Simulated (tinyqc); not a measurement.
Six-band Luttinger-Kohn model with strain, step by step. Values are carried at full precision from step to step, so a last printed digit may differ when a step is redone from the rounded ones.

Constants: hbar^2/2m0 = 3.80998211 eV angstrom^2.

Inputs chosen for the exercise (near those of Si; not measured data): C11 = 164.7 GPa; C12 = 63.5 GPa; C44 = 79.8 GPa; load = biaxial (001) (kind of stress); X = -1.99 GPa (stress); Dso = 0.044 eV (spin-orbit splitting); g1 = 4.28 (Luttinger gamma1); g2 = 0.34 (gamma2); g3 = 1.45 (gamma3); av = 2.45 eV (valence hydrostatic potential); b = -2.08 eV (tetragonal shear potential); d = -4.82 eV (trigonal shear potential); k = (-0.019, 0.025, 0.05) 1/angstrom (wave vector); kmax = 0.12 1/angstrom (end of the path).

## Strain from a biaxial (001) stress

s11 = (C11 + C12)/((C11 - C12)(C11 + 2 C12)), s12 = -C12/((C11 - C12)(C11 + 2 C12)), s44 = 1/C44; exx = s11 sxx + s12 (syy + szz) and cyclic, exy = s44 sxy/2; tension is positive. A uniaxial stress X along the unit vector n is s_ij = X n_i n_j. Here sxx = syy = X, all else zero.

s11, s12, s44 (1/TPa): 7.7303  -2.1511  12.5313

strain tensor:
```
           x          y         z
x  -0.011103   0.000000  0.000000
y   0.000000  -0.011103  0.000000
z   0.000000   0.000000  0.008561
```

The volume changes by -1.364 %; there is no shear in the cubic axes, so d does not enter.

## The terms P, Q, R, S at one k

P = c g1 k^2 - av tr(e); Q = c g2 (kx^2 + ky^2 - 2 kz^2) - (b/2)(exx + eyy - 2 ezz); R = c sqrt3 [-g2 (kx^2 - ky^2) + 2i g3 kx ky] + (sqrt3/2) b (exx - eyy) - i d exy; S = 2 c sqrt3 g3 (kx - i ky) kz - d (exz - i eyz); c = hbar^2/2m0, e the strain tensor (not engineering shear).

Form the four terms.

Terms (eV):

| term | from k | from strain |
|---|---|---|
| P | 0.05685 | 0.03343 |
| Q | -0.00520 | -0.04090 |
| R | 0.00059-0.00909i | 0.00000 |
| S | -0.01818-0.02392i | 0.00000 |

## The Hamiltonian

Six-band Luttinger-Kohn model in the basis |3/2,3/2>, |3/2,1/2>, |3/2,-1/2>, |3/2,-3/2>, |1/2,1/2>, |1/2,-1/2>, electron energies, zero at the top of the unstrained valence band. H = -[rows: (P+Q, -S, R, 0, -S/r2, r2 R); (-S*, P-Q, 0, R, -r2 Q, r32 S); (R*, 0, P-Q, S, r32 S*, r2 Q); (0, R*, S*, P+Q, -r2 R*, -S*/r2); (-S*/r2, -r2 Q, r32 S, -r2 R, P+Dso, 0); (r2 R*, r32 S*, r2 Q, -S/r2, 0, P+Dso)], r2 = sqrt(2), r32 = sqrt(3/2). Levels are twofold.

Each term is the sum of its two parts.

H(k) (eV), lower triangle (Hermitian):
```
                  3/2,3/2          3/2,1/2        3/2,-1/2         3/2,-3/2  1/2,1/2  1/2,-1/2
3/2,3/2           -0.0442
3/2,1/2   -0.0182+0.0239i          -0.1364
3/2,-1/2  -0.0006-0.0091i                0         -0.1364
3/2,-3/2                0  -0.0006-0.0091i  0.0182-0.0239i          -0.0442
1/2,1/2   -0.0129+0.0169i          -0.0652  0.0223+0.0293i   0.0008-0.0129i  -0.1343
1/2,-1/2  -0.0008-0.0129i   0.0223-0.0293i          0.0652  -0.0129-0.0169i        0   -0.1343
```

## Levels and their make-up

Diagonalise H. The weights add +m and -m and are averaged over each pair; m is taken along z.

levels from the top, each twofold (eV): -0.0331  -0.0627  -0.2190

weights:
```
               top  second  third
|3/2,+-3/2>  0.879   0.072  0.048
|3/2,+-1/2>  0.092   0.420  0.489
|1/2,+-1/2>  0.029   0.508  0.463
```

The top pair is 88 % |3/2,+-3/2>, the second pair is 51 % |1/2,+-1/2> and the third pair is 49 % |3/2,+-1/2>.

## Band edges at k = 0
Diagonalise H at k = 0. The weights add +m and -m (m along z) and are averaged over each pair.

edges from the top (eV): 0.0075  -0.0180  -0.1337

weights at k = 0:
```
               top  second  third
|3/2,+-3/2>  1.000   0.000  0.000
|3/2,+-1/2>  0.000   0.513  0.487
|1/2,+-1/2>  0.000   0.487  0.513
```

The stress splits the top two pairs by 25.5 meV, 0.99 times kT at 300 K (25.85 meV); the third lies 141.2 meV below the top, against Dso = 44 meV without stress.

## The edges in closed form

With R = S = 0: P = -av tr(e), Q = -(b/2)(exx + eyy - 2 ezz), W = sqrt(Dso^2 + 2 Dso Q + 9 Q^2); E(HH) = -P - Q, E(LH) and E(SO) = -P + (Q - Dso +/- W)/2. Without the coupling to the split-off band E(LH) = -P + Q.

P = 0.03343 eV
Q = -0.04090 eV
W = 0.11573 eV

E(HH), E(LH), E(SO) (eV): 0.0075  -0.0180  -0.1337

E(LH) without the coupling = -0.0743 eV

The heavy-hole edge is on top. The coupling raises the light-hole edge by 56.3 meV; to lowest order it is 2 Q^2/Dso = 76.0 meV, with |Q|/Dso = 0.93.

## Hole masses at the edges

Curvature at k = 0: m/m0 = -2 c h^2/(E(h u) + E(-h u) - 2 E(0)) with h = 0.0002 1/angstrom along the unit vector u.

Hole masses (m0):

| direction | top | second | third |
|---|---|---|---|
| [110] | 0.216 | 0.218 | 0.275 |
| [1-10] | 0.216 | 0.218 | 0.275 |
| [100] | 0.216 | 0.218 | 0.275 |
| [001] | 0.278 | 0.273 | 0.179 |

Of the directions listed, the top pair is lightest along [110], [1-10] and [100] (0.216) and heaviest along [001] (0.278). These masses hold only for hole energies well below the splitting of 25 meV.

## Bands along [110] and [001]

Six points from 0 to kmax in each direction.

Levels (eV):

| direction | \|k\| (1/angstrom) | top | second | third | top, no stress | second, no stress |
|---|---|---|---|---|---|---|
| [110] | 0.000 | 0.0075 | -0.0180 | -0.1337 | 0.0000 | 0.0000 |
| [110] | 0.024 | 0.0004 | -0.0312 | -0.1417 | -0.0034 | -0.0139 |
| [110] | 0.048 | -0.0059 | -0.0849 | -0.1661 | -0.0101 | -0.0450 |
| [110] | 0.072 | -0.0103 | -0.1760 | -0.2116 | -0.0161 | -0.0861 |
| [110] | 0.096 | -0.0152 | -0.2537 | -0.3263 | -0.0218 | -0.1415 |
| [110] | 0.120 | -0.0209 | -0.3267 | -0.5011 | -0.0279 | -0.2125 |
| [001] | 0.000 | 0.0075 | -0.0180 | -0.1337 | 0.0000 | 0.0000 |
| [001] | 0.024 | -0.0004 | -0.0261 | -0.1460 | -0.0079 | -0.0108 |
| [001] | 0.048 | -0.0241 | -0.0501 | -0.1827 | -0.0316 | -0.0418 |
| [001] | 0.072 | -0.0636 | -0.0901 | -0.2441 | -0.0711 | -0.0889 |
| [001] | 0.096 | -0.1189 | -0.1459 | -0.3303 | -0.1264 | -0.1490 |
| [001] | 0.120 | -0.1900 | -0.2174 | -0.4413 | -0.1975 | -0.2226 |

## Checks

- Levels against the same model in the basis X, Y, Z times spin: they agree to 1e-10 or better.
- Closed-form edges against the diagonalisation: they agree to 1e-10 or better.

tinyqc: `OMP_NUM_THREADS=1 python tinyqc.py 1081532 1081533 out.jsonl`; about 0.03 s, one thread, shared Intel(R) Xeon(R) Processor @ 2.30GHz.
